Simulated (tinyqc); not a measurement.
Worked calculation: donor level screened by free carriers (Yukawa potential). Values are carried at full precision from step to step, so a last printed digit may differ when a step is redone from the rounded ones.

Screening wave number: Debye ks^2 = 4 pi q n/(eps kB T); Thomas-Fermi ks^2 = 6 pi q n/(eps EF) with EF = c (3 pi^2 n/gv)^(2/3)/m, c = hbar^2/2m0; the two are joined by 1/ks^2 = sqrt(1/ks_D^4 + 1/ks_TF^4). 1e18/cm^3 = 1e-6/angstrom^3, q = e^2/(4 pi eps0).

Constants: e^2/(4 pi eps0) = 14.39964547 eV angstrom; kB = 8.617333262e-05 eV/K; hbar^2/2m0 = 3.80998211 eV angstrom^2; Ry = 13.60569312 eV; a0 (Bohr radius) = 0.5291772105 angstrom.

Values chosen for the exercise (near those of a donor in Ge, with one mean mass; shifted at random, so the results belong to these values and not to a real crystal):

| symbol | value | unit | meaning |
|---|---|---|---|
| m | 0.171 | m0 | mass |
| eps | 15.6 |  | dielectric constant |
| gv | 4 |  | valleys |
| T | 300 | K | temperature |
| n | 0.02 | x 1e18/cm^3 | free-carrier density |

## Units and screening length

Give Ry* = Ry m/eps^2, a* = a0 eps/m, EF, the three values of ks, and x = ks a*.

Ry* = 9.560 meV
a* = 48.28 angstrom
EF = 0.62 meV

ks: Debye, Thomas-Fermi, joined (1/angstrom): 0.00300  0.02362  0.00300

x = 0.1446

EF/kB T = 0.02, so the Debye value, the smaller one, controls the screening.

## One-parameter trial function

Potential -(q/(eps r)) exp(-ks r), q = e^2/(4 pi eps0). In units Ry* = Ry m/eps^2 and a* = a0 eps/m the problem is [-Laplacian - 2 exp(-x r)/r] psi = E psi with x = ks a*.

For exp(-z r): E(z) = z^2 - 8 z^3/(2z + x)^2 in Ry*. Scan z = 0.5, 0.6, ..., 1.1, then minimise; first order gives -1 + 2x.

Scan (Ry*):

| z | kinetic | potential | E |
|---|---|---|---|
| 0.5 | 0.2500 | -0.7633 | -0.5133 |
| 0.6 | 0.3600 | -0.9558 | -0.5958 |
| 0.7 | 0.4900 | -1.1501 | -0.6601 |
| 0.8 | 0.6400 | -1.3458 | -0.7058 |
| 0.9 | 0.8100 | -1.5422 | -0.7322 |
| 1.0 | 1.0000 | -1.7394 | -0.7394 |
| 1.1 | 1.2100 | -1.9370 | -0.7270 |

best z = 0.987
E = -0.7396 Ry*
binding = 7.07 meV

First order in x would give -0.711 Ry*, a rigid shift by q ks/eps; it overstates the loss of binding by 0.029 Ry*.

## Converged levels

Converged values use 18 functions exp(-z r), z = 1.55^i, i = -11 to 6: S = 2/A^3, H = z_i z_j S - 2/(A + x)^2, A = z_i + z_j.

The 1s and 2s levels and the mean radius.

1s = -0.7396 Ry*
binding = 7.07 meV
<r> = 73.7 angstrom
second root = -0.0586 Ry*

The trial function misses by 0.0001 Ry*. Screening leaves 74 % of the bare binding, 0.27 kB T. 2s is still bound.

## Checks

- 1s at x = 0.5 against the known -0.29623 Ry*: both -0.29623.
- 1s at x = 0 against -1: both -1.00000.

Computed by tinyqc, a small Python program: `OMP_NUM_THREADS=1 python tinyqc.py 1251980 1251981 out.jsonl` (the numbers bound the seed that draws the inputs); one thread of a shared host (Intel(R) Xeon(R) Processor @ 2.30GHz), about 0.01 s for the whole set of steps.
